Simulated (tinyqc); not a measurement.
Worked calculation: Hubbard chain of 6 sites. Computed by tinyqc, a small Python program that keeps every step. Settings: hopping = 0.95, U = 6.3, mixing = 0.2, iteration cap = 55. Command: `OMP_NUM_THREADS=1 python tinyqc.py 22546 22547 out.jsonl` (the two numbers bound the seeds that draw the settings). One thread of a shared host (Intel(R) Xeon(R) Processor @ 2.60GHz), about 0.3 s of CPU time with the checks.

one-body matrix (hopping and site energies) (eV), order 1, 2, 3, 4, 5, 6:
```
[[0.35000, -0.95000, 0.00000, 0.00000, 0.00000, 0.00000],
 [-0.95000, -0.17000, -0.95000, 0.00000, 0.00000, 0.00000],
 [0.00000, -0.95000, -0.95000, -0.95000, 0.00000, 0.00000],
 [0.00000, 0.00000, -0.95000, 0.90000, -0.95000, 0.00000],
 [0.00000, 0.00000, 0.00000, -0.95000, 0.35000, -0.95000],
 [0.00000, 0.00000, 0.00000, 0.00000, -0.95000, 0.08000]]
```

U = 6.30000 eV

electrons, up and down: [4, 3]

n(up) at the start (a guess, not normalised): [1.00000, 0.21700, 1.00000, 0.21700, 1.00000, 0.21700]

n(down) at the start (a guess): [0.05000, 0.95000, 0.05000, 0.95000, 0.05000, 0.95000]

Each step fills the lowest levels of T + U n(other spin) and sets n(new) = n + mixing (n(out) - n); stop when output and input agree to 1e-8.

Course of the cycle:
```
iteration     E (eV)  largest |n(out) - n(in)|  mean |n_up - n_down|
1          5.1784713                  7.38e-01               0.75667
2          5.0569728                  6.02e-01               0.76357
3          4.9298892                  4.92e-01               0.76942
4          4.8031307                  4.00e-01               0.77383
5          4.6846148                  3.25e-01               0.77719
6          4.5814051                  2.63e-01               0.77980
7          4.4975620                  2.12e-01               0.78183
8          4.4334642                  1.87e-01               0.78336
9          4.3867040                  1.94e-01               0.78447
10         4.3536384                  1.93e-01               0.78523
11         4.3306394                  1.86e-01               0.78571
...              ...                       ...                   ...
45         4.2739581                  3.00e-03               0.78168
46         4.2739557                  2.66e-03               0.78165
47         4.2739537                  2.36e-03               0.78163
48         4.2739522                  2.10e-03               0.78161
49         4.2739510                  1.87e-03               0.78159
50         4.2739500                  1.66e-03               0.78158
51         4.2739493                  1.47e-03               0.78156
52         4.2739487                  1.31e-03               0.78155
53         4.2739482                  1.17e-03               0.78154
54         4.2739478                  1.04e-03               0.78153
55         4.2739475                  9.23e-04               0.78152
```

Can the last value be used, and what does the course show?

Not by the stop rule, although the second column moves by less than 1e-06 over the last three steps. Not converged within 55 iterations: the residual falls steadily but slowly, by a factor of about 0.89 a step. The lowest mean-field energy found from random starts is 4.12086 eV. Reruns (cap 100 unless said): mixing 0.5: converged in 57 to a higher stationary point (E = 4.27395); mixing 0.9: converged in 27 to a higher stationary point (E = 4.27395); the original settings with a cap of 400: converged in 155 to a higher stationary point (E = 4.27395).
